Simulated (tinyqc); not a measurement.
Inside a calculation: optical gain and spontaneous emission in a bulk direct-gap semiconductor. Values are carried at full precision from step to step, so a last printed digit may differ when a step is redone from the rounded ones.

F_j(eta) = (1/Gamma(j + 1)) integral_0^infinity x^j dx/(1 + exp(x - eta)), which tends to exp(eta) for eta << 0.

Quasi-Fermi levels: n = Nc F_1/2(Fc/kT) and p = Nv F_1/2(Fv/kT), Fc counted up from the conduction edge and Fv down from the valence edge; Nc, Nv from N = 2 (m kB T/(4 pi c))^(3/2) with c = hbar^2/2m0, in 1/angstrom^3; times 1e24 for 1/cm^3, with me and (mhh^(3/2) + mlh^(3/2))^(2/3).

Constants: hbar^2/2m0 = 3.80998211 eV angstrom^2; kB = 8.617333262e-05 eV/K; fine-structure constant alpha = 0.007297352564; hbar = 6.58211957e-16 eV s; hbar c = 1973.269805 eV angstrom.

Parameters, chosen for this exercise (near those of GaN; shifted at random, so the results belong to these values and not to a real crystal): me = 0.2026 m0 (electron mass); mhh = 1.44 m0 (heavy-hole mass); mlh = 0.311 m0 (light-hole mass); n = 1.2e+19 1/cm^3 (injected density, n = p); T = 400 K; Eg = 3.387 eV (direct gap); Ep = 16.6 eV (Kane energy); nr = 2.63 (refractive index); E = 3.452 eV (photon energy).

## Quasi-Fermi levels

Solve for Fc and Fv.

kT = 0.034469 eV
Nc = 3.523e+18 1/cm^3
Nv = 7.346e+19 1/cm^3
Fc = 0.0820 eV
Fv = -0.0605 eV
Fc + Fv = 0.0215 eV

The separation of the quasi-Fermi levels exceeds the gap, so photons between Eg and Eg + (Fc + Fv) see gain. The quasi-Fermi level of the electrons lies inside the band, that of the holes in the gap.

## Absorption of the empty crystal

Parabolic bands, vertical transitions, no excitons. For each hole band j: mr = me mj/(me + mj); joint density of states J_j(E) = (mr/c)^(3/2) sqrt(E - Eg)/(2 pi^2), both spins, c = hbar^2/2m0; averaged matrix element |e.p|^2 = m0 Ep/6; alpha_j(E) = 4 pi^2 alpha_f c Ep J_j/(3 nr E) in 1/angstrom (alpha_f the fine-structure constant, listed as alpha among the constants), times 1e8 for 1/cm.

Evaluate at E for heavy and light holes.

mr, J and alpha of each hole band:
```
hole,mr (m0),J (1/(eV angstrom^3)),alpha (1/cm)
heavy,0.17761,0.0001300,8696.7
light,0.12268,7.463e-05,4992.4
```

The heavy-hole band gives 64 % of the total, 13689 1/cm.

## Occupations and gain at E

For band j the electron sits at Ee = (E - Eg) mr/me above its edge and the hole at Eh = (E - Eg) mr/mj; fe = 1/(1 + exp((Ee - Fc)/kT)), fh = 1/(1 + exp((Eh - Fv)/kT)); gain g = sum_j alpha_j (fe + fh - 1).

Use mr and alpha from the table.

Energies, occupations and gain of each hole band:
```
hole,Ee (eV),Eh (eV),fe,fh,g (1/cm)
heavy,0.0570,0.0080,0.674,0.121,-1790
light,0.0394,0.0256,0.775,0.076,-745
```

total gain = -2535 1/cm

E - Eg = 0.0650 eV is above Fc + Fv = 0.0215 eV, so both bands give loss (Bernard-Duraffourg).

## Spontaneous emission

Spontaneous rate: R = integral of (nr E/(hbar c))^2/(pi^2 hbar) sum_j alpha_j fe fh dE, with alpha in 1/cm and (nr E/(hbar c))^2 in 1/cm^2 (1e16 per 1/angstrom^2); B = R/(n p); lifetime n/R.

Integrate over photon energy.

R = 4.25e+27 1/(cm^3 s)
B = 2.95e-11 cm^3/s
radiative lifetime = 2.82 ns

## Checks

- B at n = 1e13 1/cm^3 against the van Roosbroeck-Shockley value from alpha and ni^2 (cm^3/s): both 3.82e-11.

(tinyqc, `OMP_NUM_THREADS=1 python tinyqc.py 1681948 1681949 out.jsonl`, Intel(R) Xeon(R) Processor @ 2.30GHz, 1 thread, shared host, about 0.08 s.)
